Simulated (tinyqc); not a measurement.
Surface segregation during layer-by-layer epitaxy: two-layer exchange kinetics and the shape of quantum wells and delta layers: one step, computed by the program tinyqc.

Atoms A and B exchange only between the growing layer and the one below it. B is supplied for N layers, then pure A follows.

Task: Exchange rates. p1 = nu exp(-E1/(k_B T)) (B up, A down), p2 = nu exp(-(E1 + E_s)/(k_B T)) (B down); time per layer tau = 1/G; K = p1/p2. Temperatures in kelvin are T(C) + 273.15. Dilute equilibrium share passed up per layer R_eq = K/(1 + K).

Inputs (values chosen for the exercise, close to those used for antimony in silicon):
```
quantity                     value      unit
barrier E1 for B to move up   1.74        eV
segregation energy E_s        0.58        eV
attempt frequency nu             1       THz
growth rate G                  1.7  layers/s
temperature T                  350         C
```

Constants: k_B = 8.617333262e-05 eV/K.

Give: p1; p2; p1 tau; K; R_eq.

Result:

p1 = 0.008465 1/s

p2 = 1.725e-07 1/s

p1 tau = 0.004979

K = 49068

R_eq = 1.0000

Exchange is slow against growth: segregation is kinetically frozen.
